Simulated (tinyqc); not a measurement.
# Long-channel MOSFET, surface-potential model: potential, charge and velocity along the channel

n-channel transistor on a uniformly doped p-type body, gradual-channel approximation, constant mobility, Boltzmann statistics, full ionisation. Potentials are counted from the neutral body; V is the electron quasi-Fermi potential, Vsb at the source and Vsb + Vds at the drain. Charges are magnitudes per area.

ni = sqrt(Nc Nv) exp(-Eg/(2 Vt)), Eg in volts; phiF = Vt ln(Na/ni); Cox = eps0 eox/tox; gamma = sqrt(2 q eps0 eps_r Na)/Cox. The surface potential psi at channel potential V solves Vgs + Vsb - Vfb - psi = gamma sqrt(G), G = psi - Vt + Vt exp((psi - 2 phiF - V)/Vt). Charge sheet: Qi = Cox gamma [sqrt(G) - sqrt(psi - Vt)]; I = mu (W/L) [integral of Qi dpsi from psi_0 to psi_L (drift) + Vt (Qi0 - QiL) (diffusion)], with psi_0 at V = Vsb and psi_L at V = Vsb + Vds. The current is the same at every point, so the place y where the channel potential is Vsb + v follows from y/L = I(Vds = v)/I(Vds); the mean carrier velocity is I/(W Qi).

Values chosen for this exercise; material values close to those of silicon: temperature T = 300 K; band gap Eg = 1.13 eV; relative permittivity of the semiconductor eps_r = 11.7; conduction-band density of states at T Nc = 2.76e19 cm^-3; valence-band density of states at T Nv = 2.67e19 cm^-3; acceptor density of the body Na = 6.8e17 cm^-3; relative permittivity of the gate insulator eox = 3.85; insulator thickness tox = 4.7 nm; flat-band voltage Vfb = -0.4 V; channel mobility mu = 550 cm^2/(V s); gate width W = 5 um; gate length L = 0.5 um; source-body reverse bias Vsb = 1 V; gate-source voltage Vgs = 1.83 V; drain-source voltage Vds = 0.1 V.

Constants: q = 1.602176634e-19 C, kB = 1.380649e-23 J/K, Vt = kB T/q, eps0 = 8.8541878128e-14 F/cm where lengths are in cm. Results are converted to the units shown.

Along the channel:

| v (V) | psi (V) | Qi (nC/cm^2) | y/L | velocity (cm/s) |
|---|---|---|---|---|
| 0.012 | 2.051 | 179.1 | 0.1472 | 9.129e5 |
| 0.025 | 2.062 | 168.9 | 0.2981 | 9.678e5 |
| 0.038 | 2.074 | 158.9 | 0.4403 | 1.029e6 |
| 0.05 | 2.084 | 149.6 | 0.5638 | 1.093e6 |
| 0.062 | 2.094 | 140.5 | 0.6799 | 1.164e6 |
| 0.075 | 2.105 | 130.7 | 0.7975 | 1.251e6 |
| 0.088 | 2.116 | 121.0 | 0.9067 | 1.352e6 |
| 0.1 | 2.126 | 112.1 | 1.000 | 1.458e6 |

Half of the listed voltage range, v = 0.05 V, is reached at y/L = 0.564. The charge falls from 179 to 112 nC/cm^2 over the rows, so the velocity rises by a factor of 1.60 to keep the current constant.

Numbers from tinyqc (`OMP_NUM_THREADS=1 python tinyqc.py 2360001 2360002 out.jsonl`; about 0.04 s on one thread of a shared Intel Xeon 2.30GHz).
